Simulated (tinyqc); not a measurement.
Comparisons within one model: thresholds of impact ionisation and Auger recombination from band masses. A value that a table varies takes the place of the one given here.

Parabolic bands, no phonon. At threshold the three slow carriers share one velocity. With M their total mass and m4 the mass of the fast carrier, the fast carrier has the kinetic energy E_T = G M/(M - m4) and the slow ones together E_a = G m4/(M - m4), the activation energy of the Auger rate. CCCH (fast electron): G = Eg, M = 2 me + mh, m4 = me. CHHS (hole into the split-off band): G = Eg - Dso, M = 2 mh + me, m4 = ms; this form holds for Eg > Dso (below, the process needs about Dso - Eg and is marked by a dash). CHHL (hole into the light band): G = Eg, M = 2 mh + me, m4 = ml. CHHH (fast heavy hole): G = Eg, M = 2 mh + me, m4 = mh.

Non-parabolic fast electron: E (1 + alpha E) = c k^2/me with alpha = (1 - me)^2/Eg; the slow carriers stay parabolic, so E_T = Eg + me E_T (1 + alpha E_T)/M, M = 2 me + mh (the root between Eg and 1.9 Eg).

Constants: kB = 8.617333262e-05 eV/K; hc = 1239.841984 eV nm.

Inputs chosen for the exercise (near those of GaSb, gap at low temperature and not tied to T; not measured data):
- Eg = 0.818 eV (gap at Gamma to the s-like level)
- Dso = 0.742 eV (spin-orbit splitting)
- me = 0.0384 m0 (electron mass at Gamma)
- mh = 0.33 m0 (heavy-hole mass)
- ms = 0.139 m0 (split-off mass)
- ml = 0.0441 m0 (light-hole mass)
- T = 300 K (temperature)

## The gap of an alloy series

Eg is varied with me and ml proportional to it; mh, ms and Dso are kept. E_a of three processes; wavelength hc/Eg.

Results:
```
Eg (eV)  wavelength (micrometre)      me  CCCH (meV)  CCCH non-parabolic (meV)  CHHS (meV)  CHHL (meV)  log10 exp(-E_a/kT), non-parabolic
0.245                       5.06  0.0115         8.3                      17.5           -         4.9                              -0.29
0.409                       3.03  0.0192        22.5                      49.7           -        13.7                              -0.83
0.613                       2.02  0.0288        49.2                     114.5           -        30.9                              -1.92
0.818                       1.52  0.0384        85.3                     209.7        18.9        55.1                              -3.52
1.022                       1.21  0.0480       129.7                     337.9        68.4        86.2                              -5.68
1.309                       0.95  0.0614       205.5                     584.1       135.3       141.9                              -9.81
1.636                       0.76  0.0768       308.9                     984.0       207.9       222.5                             -16.53
```

How do the results move?

E_a of CCCH goes nearly as Eg^2 (power 1.91 over the table), as both G and me grow; the non-parabolic value goes with the power 2.12, and its Boltzmann factor spans 16.2 decades; rows with E_a far above kT are formal, since phonon-assisted processes and side valleys rule there. CHHS is resonant at Eg = Dso = 0.742 eV, with no activation, and is the easiest process near there; it has the lowest E_a of the parabolic values for Eg = 0.818, 1.022, 1.309 and 1.636 eV.

## The mass ratio

mu = me/mh is varied; thresholds in units of Eg for ionisation started by an electron, (1 + 2 mu)/(1 + mu), and by a heavy hole, (2 + mu)/(1 + mu).

Results:
```
mu     electron (Eg)  hole (Eg)  electron (eV)  hole (eV)
0.028         1.0272     1.9728          0.840      1.614
0.116         1.1039     1.8961          0.903      1.551
0.270         1.2126     1.7874          0.992      1.462
0.330         1.2481     1.7519          1.021      1.433
0.750         1.4286     1.5714          1.169      1.285
1.000         1.5000     1.5000          1.227      1.227
2.600         1.7222     1.2778          1.409      1.045
```

What does this show, and why?

The two thresholds add up to 3 Eg in every row and are equal, 3/2 Eg, at mu = 1. The lighter carrier has the lower threshold; in the first row the two differ by 0.773 eV, which would favour one carrier in avalanche multiplication. Real ionisation rates depend on the whole band structure and can be nearly equal although the edge masses differ.

## What each parameter does

Activation energies. Each row changes one parameter from the base and keeps the others.

Results:
```
case             CCCH (meV)  CCCH non-parabolic (meV)  CHHL (meV)
base                  85.26                    209.71       55.13
Eg = 0.7362 eV        76.74                    188.74       49.62
Dso = 0.6678 eV       85.26                    209.71       55.13
me = 0.0346 m0        77.63                    186.79       55.46
mh = 0.363 m0         78.25                    187.61       50.08
ms = 0.1529 m0        85.26                    209.71       55.13
ml = 0.0485 m0        85.26                    209.71       61.04
```

What does this show?

The largest shifts from the base row, up to three for each result and ties (the steps differ in size, so this ranks the rows, not the parameters). CCCH (meV): Eg -8.53, me -7.64, mh -7.01; unchanged at the printed digits by Dso, ms and ml. CCCH non-parabolic (meV): me -22.92, mh -22.10, Eg -20.97; unchanged at the printed digits by Dso, ms and ml. CHHL (meV): ml +5.91, Eg -5.51, mh -5.05; unchanged at the printed digits by Dso and ms.

Program tinyqc; command `OMP_NUM_THREADS=1 python tinyqc.py 1880010 1880011 out.jsonl`; about 0.01 s on one thread of a shared Intel(R) Xeon(R) Processor @ 2.30GHz.
